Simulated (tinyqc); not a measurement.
Planar metal-insulator-metal capacitor: capacitance, non-linearity, leakage and relaxation: charge lost after writing.

A film between two metal electrodes, each interface adding a series capacitance ci. The small-signal permittivity is ek (1 + aq E^2); the field is found with the linear permittivity. Leakage J = J0 sinh(E/Ef). After a voltage step the film passes a relaxation current kr C V tt^(-nr), tt being the time in seconds.

Planar film: Cf = eps0 ek/t, 1/C = 1/Cf + 2/ci, EOT = 3.9 eps0/C, effective permittivity C t/eps0, E = (V/t) C/Cf. A capacitor written for t0 and then left open loses, as a share of C V, kr (tt^(1 - nr) - t0^(1 - nr))/(1 - nr) by relaxation and J tt/(C V) by leakage; both are taken as small, and rows far outside that range are left out.

Values chosen for this exercise; permittivity of the order of that of strontium titanate: relative permittivity of the film ek = 138; film thickness t = 5.1 nm; capacitance of each electrode interface (dead layer and screening) ci = 220 uF/cm^2; quadratic field coefficient of the permittivity aq = -0.026 cm^2/MV^2; bias V = 1.1 V; exponent of the relaxation current nr = 0.987; strength of the relaxation kr = 0.00038; leakage prefactor J0 = 9.9e-11 A/cm^2; field for an e-fold rise of the leakage Ef = 0.37 MV/cm; duration of the write pulse t0 = 1e-8 s.

Constants: eps0 = 8.8541878128e-14 F/cm where lengths are in cm. Results are converted to the units shown.

The same in every row: leakage current (nA/cm^2) = 5.935.

Charge lost after writing:

| tt (s) | relaxation current (nA/cm^2) | loss by relaxation (%) | loss by leakage (%) | total loss (%) |
|---|---|---|---|---|
| 1e-6 | 6.872e6 | 0.1419 | 2.743e-8 | 0.1419 |
| 1e-5 | 7.080e5 | 0.2162 | 2.743e-7 | 0.2162 |
| 0.0001 | 7.296e4 | 0.2926 | 2.743e-6 | 0.2926 |
| 0.001 | 7517 | 0.3714 | 2.743e-5 | 0.3715 |
| 0.01 | 774.6 | 0.4526 | 2.743e-4 | 0.4529 |
| 0.1 | 79.81 | 0.5363 | 0.002743 | 0.5390 |
| 1 | 8.223 | 0.6225 | 0.02743 | 0.6499 |
| 10 | 0.8473 | 0.7113 | 0.2743 | 0.9856 |
| 100 | 0.08731 | 0.8028 | 2.743 | 3.545 |

The two currents are equal at tt = 1.39 s. The loss by relaxation grows from 0.142 to 0.803 %, by 0.0742 points over the first decade and 0.0915 over the last, while the loss by leakage grows tenfold a decade. Leakage is the larger loss for tt = 100 s. For tt = 100 the falling voltage would already cut the leakage, so the linear estimate overstates the loss.

Computed by the program tinyqc: `OMP_NUM_THREADS=1 python tinyqc.py 2102116 2102117 out.jsonl`, one thread of a shared Intel Xeon 2.30GHz, about 0.01 s for the whole run.
